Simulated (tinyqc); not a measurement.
# Deep-level transient spectroscopy, step by step

tinyqc, about 0.01 s, one thread, Intel Xeon 2.30GHz (shared host): `OMP_NUM_THREADS=1 python tinyqc.py 2050005 2050006 out.jsonl` Printed values are rounded.

Schottky contact on an n-type layer with shallow donors Nd (all ionised) and a donor-like deep trap, neutral when filled and positive when empty; depletion approximation. Traps within lam of the depletion edge stay filled. A long pulse to Vp fills the traps beyond x1 = Wp - lam; back at Vr those between x1 and x2 = Wr - lam emit. A rate window reads S = C(t2) - C(t1).

Inputs (values chosen for the exercise); material values close to those of silicon:
```
symbol,value,unit,meaning
eps_r,11.6,,relative permittivity
Nc,2.78e19,cm^-3,conduction-band density of states at 300 K
vth,2.2e7,cm/s,thermal velocity at 300 K
Nd,7.2e14,cm^-3,shallow donor density
Vbi,0.51,V,built-in voltage
Et,0.18,eV,depth of the trap below the conduction edge
sn,1.3e-17,cm^2,capture cross-section
Nt,5.1e12,cm^-3,trap density
Vr,1.1,V,reverse bias
Vp,0,V,reverse bias during the filling pulse
t1,0.2,ms,first sampling time
t2,0.5,ms,second sampling time
T,165,K,temperature of the transient
```

Constants: q = 1.602176634e-19 C, kB = 1.380649e-23 J/K, eps0 = 8.8541878128e-14 F/cm where lengths are in cm. Results are converted to the units shown.

## Emission rate and rate window

Emission rate en = sn vth(T) Nc(T) exp(-Et/kB T) = sn g T^2 exp(-Et/kB T), g = vth Nc/(300 K)^2, as vth goes as T^0.5 and Nc as T^1.5 (degeneracy factor 1). For an exponential transient S peaks where en = ew = ln(t2/t1)/(t2 - t1).

g = 6.79556e21 cm^-2 s^-1 K^-2
en = 7641.81 1/s
1/en = 0.130859 ms
ew = 3054.30 1/s

## Widths

lam = sqrt(2 eps0 eps_r (EF - ET)/(q Nd)), EF - ET = Et - (kB T/q) ln(Nc(T)/Nd), Nc(T) = Nc (T/300 K)^1.5. In the steady state at the band bending V, 2 eps0 eps_r V/q = Nd W^2 + Nt (W - lam)^2 (the second term only if W > lam). V = Vbi + Vr gives Wr and V = Vbi + Vp gives Wp; x1 = max(Wp - lam, 0).

lam = 275.371 nm
Wr = 1689.02 nm
Wp = 951.277 nm
x1 = 675.905 nm
x2 = 1413.65 nm
G = (x2^2 - x1^2)/Wr^2 = 0.540368

The rule Nt = 2 Nd |dC|/C assumes G = 1 and would understate Nt by a factor of about 1/G = 1.85 here (the limit of small Nt/Nd).

## The transient

t, sample 0 to 6 (ms): 0  0.1  0.2  0.35  0.5  1  2.5

W(t)^2 = Wr^2 + (Nt/Nd)(x2^2 - x1^2) exp(-en t), C = eps0 eps_r/W; for small Nt, dC/C = -(Nt/2 Nd) G exp(-en t) with G = (x2^2 - x1^2)/Wr^2. S = C(t2) - C(t1).

```
sample  C (nF/cm^2)  C - C(final) (pF/cm^2)
0           6.06935                -11.6044
1           6.07554                 -5.4126
2           6.07843                 -2.5225
3           6.08015                 -0.8021
4           6.08070                 -0.2549
5           6.08095                 -0.0056
6           6.08095                  0.0000
```

S = 2.26760 pF/cm^2

## Step 1: peak temperature

T at the start = 300 K

Fixed-point step for en(T) = ew: T(new) = (Et q/kB)/ln(sn g T^2/ew), g = vth Nc/(300 K)^2.

T after step 1 = 141.401 K

## Course of the iteration for the peak temperature

Start from 300 K; stop when T changes by less than 1e-8 K.

Course of the iteration:
```
step    T (K)  change (K)
1     141.401         159
2     157.434        16.0
3     154.926        2.51
4     155.296       0.370
5     155.241      0.0551
6     155.249     8.18e-3
7     155.248     1.22e-3
8     155.248     1.81e-4
9     155.248     2.69e-5
10    155.248     4.00e-6
11    155.248     5.94e-7
12    155.248     8.83e-8
13    155.248     1.31e-8
14    155.248     1.95e-9
```

Converged in 14 steps; each multiplies the error by -2 kB T/Et = -0.15.
